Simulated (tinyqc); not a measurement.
Extended Hueckel theory, for H6, step by step. One step of it, computed by the program tinyqc.

Problem. Mulliken analysis. P = C n C^T; charge = valence electrons (H 1) minus the sum of (P S)_ii on the atom; overlap population = 2 sum P_ij S_ij between two atoms.

coefficients:
```
            MO1        MO2        MO3        MO4        MO5        MO6
1H 1s  0.195055   0.371939   0.442598   0.671897  -0.795684   0.537136
2H 1s  0.271504   0.382433   0.225392  -0.460995   0.959684  -0.889473
3H 1s  0.338231   0.115771  -0.436168  -0.635780  -0.311491   1.212593
4H 1s  0.338231  -0.115771  -0.436168   0.635780  -0.311491  -1.212593
5H 1s  0.271504  -0.382433   0.225392   0.460995   0.959684   0.889473
6H 1s  0.195055  -0.371939   0.442598  -0.671897  -0.795684  -0.537136
```

occupations: 2.000000  2.000000  2.000000  0.000000  0.000000  0.000000

overlap S, lower triangle:
```
          1H 1s     2H 1s     3H 1s     4H 1s     5H 1s     6H 1s
1H 1s  1.000000
2H 1s  0.633665  1.000000
3H 1s  0.145061  0.440092  1.000000
4H 1s  0.039727  0.145299  0.634346  1.000000
5H 1s  0.005239  0.022549  0.145299  0.440092  1.000000
6H 1s  0.001072  0.005239  0.039727  0.145061  0.633665  1.000000
```

Give: charges; Overlap populations.

Solution.

charges: 1H -0.0808, 2H 0.0670, 3H 0.0138, 4H 0.0138, 5H 0.0670, 6H -0.0808

Overlap populations:

| pair | value |
|---|---|
| 2-1 | 0.747618 |
| 3-1 | -0.048748 |
| 3-2 | 0.066536 |
| 4-1 | -0.027035 |
| 4-2 | -0.029497 |
| 4-3 | 0.738987 |
| 5-1 | 0.000219 |
| 5-2 | -0.001961 |
| 5-3 | -0.029497 |
| 5-4 | 0.066536 |
| 6-1 | 0.000410 |
| 6-2 | 0.000219 |
| 6-3 | -0.027035 |
| 6-4 | -0.048748 |
| 6-5 | 0.747618 |
